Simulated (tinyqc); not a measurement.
Plane-wave Kohn-Sham cycle with exchange-only LDA in a layered model solid, step by step. One step of it, computed by the program tinyqc.

Task: Iteration 1: Hamiltonian at one k. H(m,m') = (k + G_m)^2/2 delta + V(G_m - G_m'), with V(-G) = V(G).

A solid whose potential varies along x alone (atomic units):
```
parameter                      value
period a                    8.700000
cross-section of the cell  10.000000
electrons per cell                 2
grid points                       16
plane waves -n..n, n               2
k points                           4
V1 in V1 cos(2 pi x/a)     -0.690000
V2 in V2 cos(4 pi x/a)     -0.030000
```

V(G_m), m = 0, 1, 2, ... (hartree): -0.280002  -0.345000  -0.015000  0.000000  0.000000

k = 0.125000 2 pi / a

Give: H.

Result:

H (hartree), lower triangle:
```
         -2       -1       +0       +1      +2
-2   0.6368
-1  -0.3450  -0.0803
+0  -0.0150  -0.3450  -0.2759
+1   0.0000  -0.0150  -0.3450   0.0501
+2   0.0000   0.0000  -0.0150  -0.3450  0.8976
```
